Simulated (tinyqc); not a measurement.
Round nanowire with a gate all round, subbands and threshold shift from confinement: one step of the calculation.

Undoped body with a flat potential across it, hard walls, transport along x. One isotropic valley (g = 1, mx = my = mz = me). Non-parabolicity enters the subband edges through E (1 + al E) = gamma, so E = 2 gamma/(1 + sqrt(1 + 4 al gamma)); motion within a subband is taken as parabolic with the band-edge mass. Energies are counted from the bulk band edge.

Question. Threshold shift. Each subband has N_k = g sqrt(2 mx m0 kB T/(pi hbar^2)); without degeneracy n = exp(EF/Vt) sum N_k exp(-E_k/Vt). Classical value Nc times pi t^2/4, Nc = sum over valleys of 2 g (m m0 kB T/(2 pi hbar^2))^1.5 with m = (mx my mz)^(1/3). Threshold shift dVT = Vt ln(classical value/sum N_k exp(-E_k/Vt)). Use the subbands listed.

Inputs (values chosen for the exercise); masses close to those of InAs:

| symbol | value | unit | meaning |
|---|---|---|---|
| T | 300 | K | temperature |
| me | 0.0231 | m0 | mass at the band edge |
| t | 10.7 | nm | diameter |

Constants: q = 1.602176634e-19 C, kB = 1.380649e-23 J/K, hbar = 1.054571817e-34 J s, m0 = 9.1093837015e-31 kg, Vt = kB T/q. Results are converted to the units shown.

```
subband    E_k (eV)  N_k (cm^-1)
0,1      0.20989443  7.0634465e5
1,1      0.39939285  1.4126893e6
2,1      0.57950334  1.4126893e6
0,2      0.63320830  7.0634465e5
3,1      0.75396640  1.4126893e6
1,2      0.84358490  1.4126893e6
```

Wanted: shares; sum N_k exp(-E_k/Vt); Nc; classical value; dVT.

Answer.

shares, subband 0,1 to 1,2 (%): [99.87, 0.13, 0.00, 0.00, 0.00, 0.00]
sum N_k exp(-E_k/Vt) = 210.6 cm^-1
Nc = 8.810e16 cm^-3
classical value = 7.922e4 cm^-1
dVT = 153.3 mV

Range of the model: Non-parabolicity also makes carriers heavier within each subband, which is left out, so densities of states are understated at high energy.

tinyqc, about 0.1 s, one thread, Intel Xeon 2.30GHz (shared host): `OMP_NUM_THREADS=1 python tinyqc.py 2350102 2350103 out.jsonl`
